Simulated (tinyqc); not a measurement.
Floating body of a partially depleted SOI transistor: body voltage and kink: one step of the calculation.

Source at 0 V. Channel current Ic = 2 nf K Vt^2 [F(0) - F(Vd)](1 + la Vd), F(V) = ln^2(1 + exp((Vg - VT - nf V)/(2 nf Vt))), VT = VT0 - gb Vb. Saturation voltage Vs = 2 Vt sqrt(F(0)) + 3 Vt, excess Ve = (Vd - Vs + sqrt((Vd - Vs)^2 + 0.0004 V^2))/2, multiplication M1 = Ai Ve exp(-Bl/Ve). Each junction passes D(v) = J1 (exp(v/Vt) - 1) + J2 (exp(v/(2 Vt)) - 1). Bipolar current Ib = bb J1 (exp(Vb/Vt) - 1). The body settles where M1 (Ic + Ib) = D(Vb) + D(Vb - Vd) + Vb/Rb; drain current Id = (1 + M1)(Ic + Ib) - D(Vb - Vd).

Task. Drain current with floating and with grounded body. Id and VT at the converged Vb, Id at Vb = 0, their ratio, and the bipolar share Ib/(Ic + Ib).

Values chosen for this exercise; values of the order met in partially depleted silicon-on-insulator transistors:
- T = 358 K (temperature)
- VT0 = 0.46 V (threshold at zero body voltage)
- gb = 0.26 (fall of the threshold per volt of body voltage)
- nf = 1.3 (slope factor)
- K = 130 uA/(V^2 um) (gain factor per width)
- la = 0.07 1/V (channel-length modulation factor)
- Ai = 1.12 1/V (impact-ionisation prefactor)
- Bl = 8.4 V (impact-ionisation voltage)
- J1 = 1.5e-11 uA/um (diffusion saturation current of each junction)
- J2 = 3.2e-7 uA/um (recombination saturation current of each junction)
- bb = 0.5 (gain of the lateral bipolar transistor on the diffusion current)
- Rb = 1e9 kohm um (resistance of a weak body tie to the source (1e9 stands for no tie, and the term is then dropped))
- Vg = 0.95 V (gate voltage)
- Vd = 1.7 V (drain voltage)

Constants: q = 1.602176634e-19 C, kB = 1.380649e-23 J/K, Vt = kB T/q. Results are converted to the units shown.

converged Vb = 0.61852987 V

Find: VT; Id, floating; Id, grounded; ratio; bipolar share.

Result.

VT = 0.29918 V
Id, floating = 23.719 uA/um
Id, grounded = 13.463 uA/um
ratio = 1.7617
bipolar share = 0.016131 %

The body rises to 0.619 V and lowers the threshold by 161 mV.

Range of the model: The multiplication law is an empirical form chosen for the exercise; self-heating and capacitive coupling to the body are left out, and the linear laws are rough once Vb passes about 0.7 V or M1 about 0.1.

Computed by the program tinyqc: `OMP_NUM_THREADS=1 python tinyqc.py 2182158 2182159 out.jsonl`, one thread of a shared Intel Xeon 2.30GHz, about 0.2 s for the whole run.
